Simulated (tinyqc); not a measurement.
Fitting sp3s* parameters to three gaps by Newton steps, step by step. Values are carried at full precision from step to step, so a last printed digit may differ when a step is redone from the rounded ones.

sp3s* tight binding, nearest neighbours only: anion (a) at 0, cation (c) at a/4 (1,1,1), orbitals s, px, py, pz, s* on each; k in units of 2 pi/a. With phases e_j = exp(i (pi/2) k.n_j) for n = (1,1,1), (1,-1,-1), (-1,1,-1), (-1,-1,1): g0 = (e1+e2+e3+e4)/4, g1 = (e1+e2-e3-e4)/4, g2 = (e1-e2+e3-e4)/4, g3 = (e1-e2-e3+e4)/4. The diagonal holds the levels Esa, Epa, Exa (s*) and Esc, Epc, Exc. Anion-cation block: <sa|sc> = Vss g0; <sa|xc> = Vsapc g1; <xa|sc> = -Vscpa g1; <xa|xc> = Vxx g0; <xa|yc> = <ya|xc> = Vxy g3, <xa|zc> = <za|xc> = Vxy g2, <ya|zc> = <za|yc> = Vxy g1; <s*a|xc> = Vxapc g1; <xa|s*c> = -Vpaxc g1; y and z take g2 and g3 in place of g1; s-s* and s*-s* vanish.

Gaps are level 5 at Gamma, X = (1,0,0) and L = (1/2,1/2,1/2) less level 4 at Gamma; no spin-orbit coupling. Free parameters: Vss, Vxapc and Vpaxc. H is linear in them, so by Hellmann-Feynman J_ij = <u|dH/dp_j|u> for level 5 at point i less the same for level 4 at Gamma. Newton: p(new) = p + J^-1 (target - gaps); stop when all misses are below 1e-7 eV.

Values chosen for the exercise (out of a larger set: near a published set for InAs, fitted to gaps, whose masses and valley positions are rough; not measured data): p = (-9.479, 0.908, -2.723, 3.755, 7.442, 6.694, -5.549, 1.834, 4.421, 3.03, 5.494, 3.391, 3.898) eV (start, order Esa, Epa, Esc, Epc, Exa, Exc, Vss, Vxx, Vxy, Vsapc, Vscpa, Vxapc, Vpaxc); tg = (0.3249, 2.408, 1.4567) eV (target gaps at Gamma, X, L).

## Gaps of the starting set

Compute the gaps and the misses.

gaps (eV): Gamma 0.3854, X 2.2889, L 1.3996

target less gap (eV): Gamma -0.0605, X 0.1191, L 0.0571

## The Jacobian

Form J and its singular values.

J:
```
           Vss    Vxapc    Vpaxc
Gamma  -0.8542   0.0000   0.0000
X       0.0000  -0.8786   0.0000
L      -0.1729  -0.2541  -0.1417
```

singular values: 0.9266  0.8600  0.1334

The gap at Gamma answers to Vss. The condition number is 6.9.

## The first Newton step

Solve J dp = target less gap; the columns of J are Vss, Vxapc and Vpaxc.

dp (eV): Vss 0.071, Vxapc -0.136, Vpaxc -0.246

## The iteration

Repeat with J formed anew.

Newton steps (eV):
```
i      Vss   Vxapc   Vpaxc   Gamma       X       L  largest miss
0  -5.5490  3.3910  3.8980  0.3854  2.2889  1.3996          0.12
1  -5.4781  3.2554  3.6518  0.3250  2.4076  1.4565       0.00038
2  -5.4780  3.2550  3.6508  0.3249  2.4080  1.4567       6.4e-09
```

Converged in 2 steps; the miss goes 0.12, 0.00038, 6.4e-09, about squaring each time once it is small. The largest change is 0.247 eV in Vpaxc, for a first miss of 0.119 eV.

## Checks

- J by Hellmann-Feynman against central differences: largest difference 2.5e-10.

Program tinyqc; command `OMP_NUM_THREADS=1 python tinyqc.py 1452460 1452461 out.jsonl`; about 0.09 s on one thread of a shared Intel(R) Xeon(R) Processor @ 2.30GHz.
